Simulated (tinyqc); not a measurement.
Comparisons within one model: ellipsoidal valleys in the axes of a wafer and a channel. A value that a table varies takes the place of the one given here.

Valleys with axes a along x, y and z, two valleys each; inverse mass tensor w = 1/mt + (1/ml - 1/mt) a a. Device axes: z = nz/|nz|, x = nx/|nx|, y = z cross x; in them a = (ax, ay, az). Confinement mass mz = 1/w_zz. In the plane w_ij is replaced by u_ij = w_ij - w_iz w_jz/w_zz (i, j = x, y); density-of-states mass md = 1/sqrt(det u); conductivity mass along x mc = 1/u_xx; ballistic transport mass mx = u_yy/det u, width mass my = 1/u_yy.

Hard walls: E_n = c (n pi/t)^2/mz, c = hbar^2/2m0, n = 1, 2, 3. Non-degenerate share of a valley proportional to md sum_n exp(-E_n/kT); mean 1/mc = sum of share/mc. 1 nm = 10 angstrom.

Constants: hbar^2/2m0 = 3.80998211 eV angstrom^2; kB = 8.617333262e-05 eV/K.

Inputs chosen for the exercise (near those of the Delta valleys of Si; the results hold for these values, not for the real material): ml = 0.925 m0 (longitudinal mass); mt = 0.189 m0 (transverse mass); t = 3.5 nm (thickness of the film); T = 77 K (temperature); nz = (1, 1, 1) (surface normal (confinement)); nx = (1, -1, 0) (channel direction).

## Wafer and channel orientation

For each face/channel: the lowest ladder (mz, number of valleys, md, E1, share) and the mean conductivity mass over all valleys.

Results:
```
face/channel     mz  valleys     md  E1 (meV)  share  mean mc
(110)/[001]   0.314        4  0.324      97.8  1.000   0.1890
(210)/[001]   0.520        2  0.252      59.0  1.000   0.1890
(110)/[1-11]  0.314        4  0.324      97.8  1.000   0.3378
(001)/[100]   0.925        2  0.189      33.2  1.000   0.1890
(001)/[110]   0.925        2  0.189      33.2  1.000   0.1890
(111)/[1-10]  0.257        6  0.358     119.3  1.000   0.2958
(112)/[11-1]  0.403        2  0.287      76.3  1.000   0.4343
```

The mean conductivity mass is lowest, 0.1890, for (110)/[001], (210)/[001], (001)/[100] and (001)/[110] and highest, 0.4343, for (112)/[11-1]; the bulk value is 0.2572. The confinement energy is lowest on the face with the heaviest mz ((001), 33 meV). The density of states of the lowest ladder, valleys times md, runs between 0.378 and 2.150; a small value limits the charge through the quantum capacitance.

## What each parameter does

Lowest E1, its share and the mean conductivity mass. Each row changes one parameter from the base and keeps the others.

Results:
```
case           lowest E1 (meV)   share  mean mc (m0)
base                    119.34  1.0000        0.2958
ml = 0.833 m0           120.56  1.0000        0.2895
mt = 0.17 m0            131.44  1.0000        0.2715
t = 3.15 nm             147.33  1.0000        0.2958
T = 84.7 K              119.34  1.0000        0.2958
```

The largest shifts from the base row, up to three for each result and ties (the steps differ in size, so this ranks the rows, not the parameters). lowest E1 (meV): t +27.99, mt +12.10, ml +1.22; unchanged at the printed digits by T. share: unchanged at the printed digits by ml, mt, t and T. mean mc (m0): mt -0.0243, ml -0.0062; unchanged at the printed digits by t and T.

(tinyqc, `OMP_NUM_THREADS=1 python tinyqc.py 1851142 1851143 out.jsonl`, Intel(R) Xeon(R) Processor @ 2.30GHz, 1 thread, shared host, about 0.01 s.)
